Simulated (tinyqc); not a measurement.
# Thermal stress, cracking, delamination and buckling of a thin film; Griffith cracks and misfitting inclusions, step by step

A worked calculation. Computed by tinyqc, a small Python program that keeps every step. Command: `OMP_NUM_THREADS=1 python tinyqc.py 3008240 3008241 out.jsonl filmcrack walk`. One thread of a shared host (Intel(R) Xeon(R) Processor @ 2.30GHz), about 0.01 s of CPU time with the checks. Intermediate numbers are printed to about 6 digits and carried at full precision; extremes and crossings named in words are read from the listed rows.

Isotropic linear elasticity; the substrate is much thicker than the film; stress is positive in tension.

Inputs (values chosen for the exercise, modelled on a porous low-k oxide on silicon):
```
quantity                          value        unit
film Young's modulus E             7.85         GPa
film Poisson ratio nu              0.26           -
film expansion alpha_f             11.7      1e-6/K
substrate expansion alpha_s           3      1e-6/K
deposition temperature T_d          500           K
final temperature T                 300           K
intrinsic stress                    -24         MPa
film thickness h                    1.3  micrometre
half width of a debonded strip w     21  micrometre
substrate Young's modulus E_s       151         GPa
substrate Poisson ratio nu_s       0.28           -
flaw half length a                 0.87  micrometre
substrate surface energy gamma_s    1.5       J/m^2
inclusion radius R                  2.8  micrometre
```

Inclusion: sphere.

## Stress in the film

Thermal strain = (alpha_f - alpha_s)(T_d - T); stress = E/(1 - nu) x strain + intrinsic stress; plane-strain modulus Ebar = E/(1 - nu^2); G0 = stress^2 h/(2 Ebar) is the energy freed per area when a long strip loses its stress across its width.

thermal strain = 0.00174

film stress = -5.54189 MPa

Ebar = 8.41913 GPa

G0 = 0.00237117 J/m^2

The film ends in compression; the thermal part is 18.5 MPa.

## Elastic mismatch

Dundurs alpha = (Ebar - Ebar_s)/(Ebar + Ebar_s), with Ebar_s = E_s/(1 - nu_s^2). The channel-crack factor is taken as g = 1.258 (1 - alpha)^(-0.7), a rough interpolation chosen for the exercise (1.258 is the value for matched materials).

Dundurs alpha = -0.902253

factor g = 0.802034

The stiffer substrate holds the crack faces and lowers the driving force.

## Buckling of a debonded strip

A strip of half width w clamped at both edges buckles at sigma_c = (pi^2/12) Ebar (h/w)^2. Above it: height = h sqrt((4/3)(|s|/sigma_c - 1)), driving force at the edges G = G0 (1 - sigma_c/|s|)(1 + 3 sigma_c/|s|); below it both are 0. The smallest strip that buckles has w0 = pi h sqrt(Ebar/(12 |s|)).

buckling stress sigma_c = 26.5359 MPa

blister height = 0 micrometre

driving force at the edges = 0 J/m^2

smallest buckling half width w0 = 45.9523 micrometre

The strip stays flat, and a flat strip in compression frees no energy at its edges.

## Griffith crack in the substrate

Through crack of length 2a in plane strain: K_Ic = sqrt(2 gamma_s E_s/(1 - nu_s^2)); fracture stress = K_Ic/sqrt(pi a). An edge crack of depth a has K larger by 1.1215.

toughness K_Ic = 0.701097 MPa m^0.5

fracture stress, inner crack = 424.076 MPa

fracture stress, edge crack = 378.133 MPa

The inner crack lowers the strength to 2.8 % of the ideal E_s/10.

## A misfitting inclusion

Film material fills a sphere of radius R in the substrate, with the misfit e = thermal strain (it wants to shrink if e > 0). Radial stress at the wall s0 = e/[(1 - 2 nu)/E + (1 + nu_s)/(2 E_s)]; inside it is uniform and hydrostatic; outside s_rr = s0 (R/r)^3, s_tt = -s_rr/2. Keep-out radius: where |s_rr| falls to 10 MPa (R if it is lower at the wall).

radial stress at the wall s0 = 26.6116 MPa

mean stress inside = 26.6116 MPa

keep-out radius = 3.88015 micrometre

The stress does not depend on R; its reach scales with R.

## Film, cylinder and sphere at the same misfit

Thermal misfit e alone, mean stress = trace/3 and largest difference of principal stresses inside. Film: E e/(1 - nu) in two directions, 0 in the third. Cylinder: s0 = (1 + nu) e/[(1 + nu)(1 - 2 nu)/E + (1 + nu_s)/E_s] twice and s_zz = E e + 2 nu s0. Sphere: e/[(1 - 2 nu)/E + (1 + nu_s)/(2 E_s)] three times.

Stresses inside (MPa):
```
shape          s1       s2       s3     mean  largest difference
film      18.4581  18.4581   0.0000  12.3054             18.4581
cylinder  25.6357  25.6357  26.9896  26.0870              1.3539
sphere    26.6116  26.6116  26.6116  26.6116              0.0000
```

The mean stress in size is 12 MPa in the film, 26 in the cylinder and 27 in the sphere, while the largest difference, twice the largest shear stress, goes from 18 through 1 to 0. In a ductile solid shear can relax by slip and hydrostatic stress cannot, so a confined metal builds up the triaxial stress that opens voids.

Checks made by the program: fracture stress against the maximum of 4 a gamma - pi a^2 s^2/Ebar (relative difference 2e-08).
